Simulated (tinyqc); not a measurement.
## Peak shift with the field

The DLTS signal is S = C(t2) - C(t1), the change of the capacitance transient between two sampling times. Emission rate en = sn vth(T) Nc(T) exp(-Et/kB T) = sn g T^2 exp(-Et/kB T), g = vth Nc/(300 K)^2, as vth goes as T^0.5 and Nc as T^1.5 (degeneracy factor 1). For an exponential transient S peaks where en = ew = ln(t2/t1)/(t2 - t1). A Coulomb centre of charge +q (when empty) in the field F lowers its barrier by dE = sqrt(q F/(pi eps0 eps_r)) along the field. One-dimensional rate: en exp(b), b = dE/kB T; three-dimensional (Hartke): en {[1 + (b - 1) exp(b)]/b^2 + 1/2}. The peak temperatures solve rate = ew.

Values chosen for this exercise; material values close to those of 4H silicon carbide: relative permittivity eps_r = 9.62; conduction-band density of states at 300 K Nc = 1.7e19 cm^-3; thermal velocity at 300 K vth = 1.9e7 cm/s; depth of the trap below the conduction edge Et = 0.63 eV; capture cross-section sn = 1.4e-17 cm^2; first sampling time t1 = 2 ms; second sampling time t2 = 4 ms.

Constants: q = 1.602176634e-19 C, kB = 1.380649e-23 J/K, eps0 = 8.8541878128e-14 F/cm where lengths are in cm. Results are converted to the units shown.

Peak shift with the field:
```
F (kV/cm)  dE (meV)  T peak, one-dimensional (K)  T peak, three-dimensional (K)
1.9          10.666                       421.21                         425.41
4.4          16.231                       417.82                         424.10
10           24.469                       412.80                         422.02
23           37.109                       405.08                         418.50
54           56.861                       392.99                         412.15
120          84.764                       375.84                         401.48
280          129.48                       348.18                         380.81
```

What does the comparison show?

dE grows as the square root of F, from 10.7 to 129 meV. The peak, at 427.7 K without field, moves down by 79.5 K (one-dimensional) or 46.9 K (three-dimensional) in the last row. A centre that is neutral when empty has no such long-range lowering, so the shift tells the charge state.

Computed by the program tinyqc: `OMP_NUM_THREADS=1 python tinyqc.py 2050174 2050175 out.jsonl`, one thread of a shared Intel Xeon 2.30GHz, about 0.01 s for the whole run.
